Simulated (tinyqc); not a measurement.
Cluster expansion of a binary alloy: correlations, fit, cross-validation and ground states: one step, computed by the program tinyqc. Command: `OMP_NUM_THREADS=1 python tinyqc.py 3023369 3023370 out.jsonl clex walk`. One thread of a shared host (Intel(R) Xeon(R) Processor @ 2.30GHz), about 0.2 s of CPU time with the checks.

s = +1 for A and -1 for B. Energy per site E = J0 + J1 P(point) + sum over clusters of m V P, with P the mean product of spins; V > 0 on a pair favours unlike neighbours. Clusters per site m: pair 1 6, pair 2 3, pair 3 12, triplet 8; the triplet is the triangle of first neighbours. Formation energies are counted from the line between pure A and pure B, which removes J0 and J1.

Problem. Normal equations for V1, V2, Vt. Leave out pair 3: A = X^T X and b = X^T E (E being the data with noise) over these three columns; solve A V = b. The root-mean-square error runs over the structures between the pure ends.

Lattice: fcc.

X:
```
                     pair 1    pair 2     pair 3   triplet
A                   0.00000   0.00000    0.00000   0.00000
A3B L1_2           -6.00000   0.00000  -12.00000  -8.00000
A3B D0_22          -6.00000  -1.00000   -8.00000  -8.00000
A3B (001) layers   -4.00000  -1.00000  -12.00000   0.00000
A2B (001) layers   -5.33333  -1.33333  -16.00000   0.00000
AB L1_0            -8.00000   0.00000  -16.00000   0.00000
AB L1_1            -6.00000  -6.00000  -12.00000   0.00000
A2B2 (001) layers  -4.00000  -2.00000  -16.00000   0.00000
AB2 (001) layers   -5.33333  -1.33333  -16.00000   0.00000
AB3 L1_2           -6.00000   0.00000  -12.00000   8.00000
AB3 D0_22          -6.00000  -1.00000   -8.00000   8.00000
AB3 (001) layers   -4.00000  -1.00000  -12.00000   0.00000
B                   0.00000   0.00000    0.00000   0.00000
```

data (meV/site): A 0.0000, A3B L1_2 178.2705, A3B D0_22 171.6592, A3B (001) layers 109.2119, A2B (001) layers 145.5038, AB L1_0 191.4836, AB L1_1 163.0073, A2B2 (001) layers 122.9575, AB2 (001) layers 144.6526, AB3 L1_2 115.3180, AB3 D0_22 109.5921, AB3 (001) layers 107.8249, B 0.0000

Give: matrix A; b; fitted V1, V2, Vt; root-mean-square error of the three-cluster fit.

Solution.

matrix A:
```
        V1     V2      Vt
V1  348.89  78.22    0.00
V2   78.22  47.56    0.00
Vt    0.00   0.00  256.00
```

b (meV): -8866.4  -2109.1  -1000.2

fitted V1, V2, Vt (meV): -24.508  -4.039  -3.907

root-mean-square error of the three-cluster fit = 8.7301 meV/site
